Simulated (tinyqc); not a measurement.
Gate sweep: gated graphene: carriers, quantum capacitance and optical conductivity.

Cones E = +/- hv |k|, four flavours, D(E) = 2|E|/(pi hv^2). n = (2/pi)(kT/hv)^2 F_1(mu/kT), p = (2/pi)(kT/hv)^2 F_1(-mu/kT), in 1/angstrom^2 (1e16 for 1/cm^2); F_1(eta) = integral_0^infinity x dx/(1 + exp(x - eta)). Cq/e^2 = d(n - p)/d mu = (2 kT/(pi hv^2)) ln(2 + 2 cosh(mu/kT)).

Gate: V = mu/e + e (n - p)/Cox with Cox/e^2 = k/(4 pi e2 t), t in angstrom, e2 = e^2/(4 pi eps0); 1/(eV angstrom^2) in C/e^2 equals 1602.176634 microfarad/cm^2; total 1/C = 1/Cox + 1/Cq.

Constants: kB = 8.617333262e-05 eV/K; e^2/(4 pi eps0) = 14.39964547 eV angstrom.

Inputs chosen for the exercise (Fermi velocity near that of graphene, gate dielectric near HfO2; the results hold for these values, not for the real material): hv = 6.47 eV angstrom (hbar vF); T = 300 K; k = 18.29 (dielectric constant of the gate layer); t = 3 nm (its thickness).

Results:

| V (V) | mu (eV) | n - p (1/cm^2) | n + p (1/cm^2) | Cq (microfarad/cm^2) | C/Cox | Cox V/e (1/cm^2) |
|---|---|---|---|---|---|---|
| 0 | 0.0000 | 0 | 1.67e+11 | 0.873 | 0.139 | 0 |
| 0.0015 | 0.0013 | 7.04e+09 | 1.67e+11 | 0.874 | 0.139 | 5.05e+10 |
| 0.0040 | 0.0034 | 1.88e+10 | 1.68e+11 | 0.876 | 0.140 | 1.35e+11 |
| 0.010 | 0.0086 | 4.72e+10 | 1.73e+11 | 0.891 | 0.142 | 3.37e+11 |
| 0.020 | 0.0172 | 9.59e+10 | 1.90e+11 | 0.941 | 0.148 | 6.74e+11 |
| 0.035 | 0.0298 | 1.75e+11 | 2.35e+11 | 1.07 | 0.166 | 1.18e+12 |
| 0.050 | 0.0422 | 2.64e+11 | 3.02e+11 | 1.25 | 0.188 | 1.68e+12 |
| 0.075 | 0.0619 | 4.41e+11 | 4.59e+11 | 1.62 | 0.231 | 2.53e+12 |
| 0.11 | 0.0878 | 7.47e+11 | 7.54e+11 | 2.18 | 0.288 | 3.71e+12 |

What does the comparison show?

At neutrality n + p = 1.67e+11 1/cm^2 of thermal carriers remain and C/Cox = 0.139; at the last row C/Cox = 0.288 and the plain capacitor rule overstates n - p by 396.1 %. Between the last two rows mu goes as V^0.91; for |mu| well above kT the limits are 1/2 where Cox is small against Cq and 1 where it is large.

(tinyqc, `OMP_NUM_THREADS=1 python tinyqc.py 1650859 1650860 out.jsonl`, Intel(R) Xeon(R) Processor @ 2.30GHz, 1 thread, shared host, about 0.01 s.)
